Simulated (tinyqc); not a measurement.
From results back to parameters: Shockley-Read-Hall recombination through one deep level. Five cases, with inputs chosen for the exercise.

Problem. Deep-level transient spectroscopy: the emission rate is en = gam sigma T^2 exp(-dE/kB T), dE = Ec - Et. Two rates were computed from hidden dE and sigma.

Constants: kB = 8.617333262e-05 eV/K.

Case 1.

Values chosen (out of a larger set: gap and densities of states near those of Si at this temperature; not measured data): gam = 5.2e+21 1/(cm^2 s K^2) (vth Nc/T^2, which does not depend on T); T1 = 313 K; T2 = 370 K.

en(T1) = 281.445 1/s
en(T2) = 15924.9 1/s

Case 2.

Values chosen (out of a larger set: gap and densities of states near those of Si at this temperature; not measured data): gam = 6.7e+21 1/(cm^2 s K^2) (vth Nc/T^2, which does not depend on T); T1 = 126 K; T2 = 142 K.

en(T1) = 2.88259 1/s
en(T2) = 54.3748 1/s

Case 3.

Values chosen (out of a larger set: gap and densities of states near those of SiC at this temperature; not measured data): gam = 2.2e+21 1/(cm^2 s K^2) (vth Nc/T^2, which does not depend on T); T1 = 313 K; T2 = 371 K.

en(T1) = 107.094 1/s
en(T2) = 6398.33 1/s

Case 4.

Values chosen (out of a larger set: gap and densities of states near those of Si at this temperature; not measured data): gam = 7.8e+21 1/(cm^2 s K^2) (vth Nc/T^2, which does not depend on T); T1 = 112 K; T2 = 125 K.

en(T1) = 2.41824 1/s
en(T2) = 36.6940 1/s

Case 5.

Values chosen (out of a larger set: gap and densities of states near those of Si at this temperature; not measured data): gam = 4.5e+21 1/(cm^2 s K^2) (vth Nc/T^2, which does not depend on T); T1 = 75 K; T2 = 89 K.

en(T1) = 0.777828 1/s
en(T2) = 47.6366 1/s

Find: ln(en/T^2) at T1 and T2; dE; sigma.

Solution. ln(en/T^2) against 1/T is a line of slope -dE/kB and intercept ln(gam sigma); plotting ln en alone would overstate dE by about 2 kB T.

Case 1.

ln(en/T^2) at T1 and T2: -5.8525  -2.1514

dE = 0.648 eV
sigma = 1.5e-14 cm^2

Case 2.

ln(en/T^2) at T1 and T2: -8.6139  -5.9158

dE = 0.260 eV
sigma = 6.8e-16 cm^2

Case 3.

ln(en/T^2) at T1 and T2: -6.8187  -3.0686

dE = 0.647 eV
sigma = 1.3e-14 cm^2

Case 4.

ln(en/T^2) at T1 and T2: -8.5540  -6.0540

dE = 0.232 eV
sigma = 6.8e-16 cm^2

Case 5.

ln(en/T^2) at T1 and T2: -8.8862  -5.1137

dE = 0.155 eV
sigma = 8.0e-16 cm^2

Computed by tinyqc, one run a case: `OMP_NUM_THREADS=1 python tinyqc.py N N+1 out.jsonl` with N = 1651903, 1651935, 1651975, 1652075, 1652111; one thread of a shared Intel(R) Xeon(R) Processor @ 2.30GHz, about 0.01 s a run at most.
